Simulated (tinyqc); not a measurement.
Inside a calculation. Method: RKS/exchange-only LDA in the 3-21g basis, for H3+, spin multiplicity 1. One step of it, computed by the program tinyqc.

Problem. Iteration 1: building the Kohn-Sham matrix. J_ij = sum D_kl (ij|kl); F = H + J + V_xc; E = tr D H + tr D J / 2 + E_xc + E_nn.

D at the start, order 1H 1s, 1H 2s, 2H 1s, 2H 2s, 3H 1s, 3H 2s:
$$\begin{pmatrix}
0.033637 & 0.081314 & 0.033680 & 0.081351 & 0.025894 & 0.074461 \\
0.081314 & 0.196569 & 0.081419 & 0.196658 & 0.062595 & 0.180002 \\
0.033680 & 0.081419 & 0.033723 & 0.081456 & 0.025927 & 0.074557 \\
0.081351 & 0.196658 & 0.081456 & 0.196748 & 0.062624 & 0.180084 \\
0.025894 & 0.062595 & 0.025927 & 0.062624 & 0.019933 & 0.057320 \\
0.074461 & 0.180002 & 0.074557 & 0.180084 & 0.057320 & 0.164832
\end{pmatrix}$$

core Hamiltonian H = T + V (hartree), order 1H 1s, 1H 2s, 2H 1s, 2H 2s, 3H 1s, 3H 2s:
$$\begin{pmatrix}
-1.146220 & -1.116930 & -0.458865 & -0.708814 & -0.370829 & -0.652492 \\
-1.116930 & -1.305409 & -0.708866 & -1.036559 & -0.643430 & -0.985381 \\
-0.458865 & -0.708866 & -1.146413 & -1.117052 & -0.371299 & -0.652860 \\
-0.708814 & -1.036559 & -1.117052 & -1.305536 & -0.643747 & -0.985676 \\
-0.370829 & -0.643430 & -0.371299 & -0.643747 & -1.110546 & -1.094647 \\
-0.652492 & -0.985381 & -0.652860 & -0.985676 & -1.094647 & -1.283192
\end{pmatrix}$$

Two-electron integrals (ij|kl) in chemists' order, unique and non-zero (hartree):
```
(11|11) 1.140145   (21|11) 0.611403   (21|21) 0.345152   (22|11) 0.626370
(22|21) 0.380329   (22|22) 0.482957   (31|11) 0.143285   (31|21) 0.083715
(31|22) 0.097128   (31|31) 0.030573   (32|11) 0.205815   (32|21) 0.127813
(32|22) 0.168644   (32|31) 0.051263   (32|32) 0.105012   (33|11) 0.501481
(33|21) 0.319112   (33|22) 0.444399   (33|31) 0.143285   (33|32) 0.328407
(33|33) 1.140145   (41|11) 0.328407   (41|21) 0.186638   (41|22) 0.207985
(41|31) 0.051263   (41|32) 0.080310   (41|33) 0.205815   (41|41) 0.105012
(42|11) 0.397267   (42|21) 0.243850   (42|22) 0.318306   (42|31) 0.074504
(42|32) 0.141437   (42|33) 0.397267   (42|41) 0.141437   (42|42) 0.235756
(43|11) 0.319112   (43|21) 0.201732   (43|22) 0.279252   (43|31) 0.083715
(43|32) 0.186638   (43|33) 0.611403   (43|41) 0.127813   (43|42) 0.243850
(43|43) 0.345152   (44|11) 0.444399   (44|21) 0.279252   (44|22) 0.388634
(44|31) 0.097128   (44|32) 0.207985   (44|33) 0.626370   (44|41) 0.168644
(44|42) 0.318306   (44|43) 0.380329   (44|44) 0.482957   (51|11) 0.105759
(51|21) 0.062313   (51|22) 0.073339   (51|31) 0.017741   (51|32) 0.028825
(51|33) 0.073421   (51|41) 0.035754   (51|42) 0.051202   (51|43) 0.046171
(51|44) 0.062099   (51|51) 0.017890   (52|11) 0.177140   (52|21) 0.110768
(52|22) 0.148804   (52|31) 0.032960   (52|32) 0.061209   (52|33) 0.163170
(52|41) 0.064434   (52|42) 0.108976   (52|43) 0.102968   (52|44) 0.141872
(52|51) 0.035227   (52|52) 0.086919   (53|11) 0.073509   (53|21) 0.046228
(53|22) 0.062184   (53|31) 0.017766   (53|32) 0.035813   (53|33) 0.105951
(53|41) 0.028862   (53|42) 0.051279   (53|43) 0.062423   (53|44) 0.073462
(53|51) 0.014057   (53|52) 0.033113   (53|53) 0.017948   (54|11) 0.163196
(54|21) 0.102988   (54|22) 0.141917   (54|31) 0.032976   (54|32) 0.064482
(54|33) 0.177297   (54|41) 0.061227   (54|42) 0.109034   (54|43) 0.110862
(54|44) 0.148916   (54|51) 0.033074   (54|52) 0.085261   (54|53) 0.035306
(54|54) 0.087018   (55|11) 0.467427   (55|21) 0.298914   (55|22) 0.424928
(55|31) 0.089988   (55|32) 0.175360   (55|33) 0.467612   (55|41) 0.175314
(55|42) 0.318939   (55|43) 0.299025   (55|44) 0.425040   (55|51) 0.105759
(55|52) 0.297523   (55|53) 0.105951   (55|54) 0.297700   (55|55) 1.140145
(61|11) 0.297523   (61|21) 0.169263   (61|22) 0.188955   (61|31) 0.043592
(61|32) 0.067715   (61|33) 0.171036   (61|41) 0.093374   (61|42) 0.124792
(61|43) 0.107414   (61|44) 0.145905   (61|51) 0.035227   (61|52) 0.064195
(61|53) 0.026608   (61|54) 0.059805   (61|55) 0.177140   (61|61) 0.086919
(62|11) 0.369777   (62|21) 0.227333   (62|22) 0.297958   (62|31) 0.063137
(62|32) 0.115444   (62|33) 0.312388   (62|41) 0.128017   (62|42) 0.208188
(62|43) 0.195247   (62|44) 0.267563   (62|51) 0.053893   (62|52) 0.120875
(62|53) 0.049127   (62|54) 0.117451   (62|55) 0.369777   (62|61) 0.120875
(62|62) 0.210340   (63|11) 0.171108   (63|21) 0.107461   (63|22) 0.145975
(63|31) 0.043613   (63|32) 0.093425   (63|33) 0.297700   (63|41) 0.067745
(63|42) 0.124857   (63|43) 0.169362   (63|44) 0.189064   (63|51) 0.026587
(63|52) 0.059823   (63|53) 0.035306   (63|54) 0.064281   (63|55) 0.177297
(63|61) 0.058516   (63|62) 0.105854   (63|63) 0.087018   (64|11) 0.312425
(64|21) 0.195274   (64|22) 0.267615   (64|31) 0.063153   (64|32) 0.128064
(64|33) 0.369936   (64|41) 0.115465   (64|42) 0.208248   (64|43) 0.227428
(64|44) 0.298076   (64|51) 0.049066   (64|52) 0.117433   (64|53) 0.053997
(64|54) 0.120989   (64|55) 0.369936   (64|61) 0.105817   (64|62) 0.198486
(64|63) 0.120989   (64|64) 0.210484   (65|11) 0.298914   (65|21) 0.190022
(65|22) 0.267960   (65|31) 0.056975   (65|32) 0.110901   (65|33) 0.299025
(65|41) 0.110874   (65|42) 0.199969   (65|43) 0.190087   (65|44) 0.268025
(65|51) 0.062313   (65|52) 0.169263   (65|53) 0.062423   (65|54) 0.169362
(65|55) 0.611403   (65|61) 0.110768   (65|62) 0.227333   (65|63) 0.110862
(65|64) 0.227428   (65|65) 0.345152   (66|11) 0.424928   (66|21) 0.267960
(66|22) 0.376847   (66|31) 0.078223   (66|32) 0.153800   (66|33) 0.425040
(66|41) 0.153775   (66|42) 0.276501   (66|43) 0.268025   (66|44) 0.376915
(66|51) 0.073339   (66|52) 0.188955   (66|53) 0.073462   (66|54) 0.189064
(66|55) 0.626370   (66|61) 0.148804   (66|62) 0.297958   (66|63) 0.148916
(66|64) 0.298076   (66|65) 0.380329   (66|66) 0.482957
```

nuclear repulsion = 1.44453922 hartree

V_xc (hartree), order 1H 1s, 1H 2s, 2H 1s, 2H 2s, 3H 1s, 3H 2s:
$$\begin{pmatrix}
-0.370110 & -0.214114 & -0.066377 & -0.124141 & -0.049239 & -0.112545 \\
-0.214114 & -0.246111 & -0.124170 & -0.186599 & -0.107394 & -0.174394 \\
-0.066377 & -0.124170 & -0.370248 & -0.214182 & -0.049325 & -0.112636 \\
-0.124141 & -0.186599 & -0.214182 & -0.246161 & -0.107456 & -0.174461 \\
-0.049239 & -0.107394 & -0.049325 & -0.107456 & -0.343139 & -0.200699 \\
-0.112545 & -0.174394 & -0.112636 & -0.174461 & -0.200699 & -0.236054
\end{pmatrix}$$

E_xc = sum of w rho eps_xc = -0.42726160 hartree

Give: Coulomb J; Kohn-Sham matrix F; total energy of this density.

Solution.

Coulomb J (hartree), order 1H 1s, 1H 2s, 2H 1s, 2H 2s, 3H 1s, 3H 2s:
$$\begin{pmatrix}
1.151 & 0.700 & 0.213 & 0.405 & 0.160 & 0.368 \\
0.700 & 0.906 & 0.405 & 0.670 & 0.355 & 0.627 \\
0.213 & 0.405 & 1.151 & 0.701 & 0.160 & 0.368 \\
0.405 & 0.670 & 0.701 & 0.906 & 0.355 & 0.628 \\
0.160 & 0.355 & 0.160 & 0.355 & 1.085 & 0.666 \\
0.368 & 0.627 & 0.368 & 0.628 & 0.666 & 0.878
\end{pmatrix}$$

Kohn-Sham matrix F (hartree), order 1H 1s, 1H 2s, 2H 1s, 2H 2s, 3H 1s, 3H 2s:
$$\begin{pmatrix}
-0.365 & -0.631 & -0.312 & -0.428 & -0.260 & -0.397 \\
-0.631 & -0.645 & -0.428 & -0.553 & -0.396 & -0.532 \\
-0.312 & -0.428 & -0.365 & -0.631 & -0.260 & -0.398 \\
-0.428 & -0.553 & -0.631 & -0.645 & -0.396 & -0.532 \\
-0.260 & -0.396 & -0.260 & -0.396 & -0.368 & -0.629 \\
-0.397 & -0.532 & -0.398 & -0.532 & -0.629 & -0.641
\end{pmatrix}$$

total energy of this density = -1.07877 hartree

This density is the starting one.
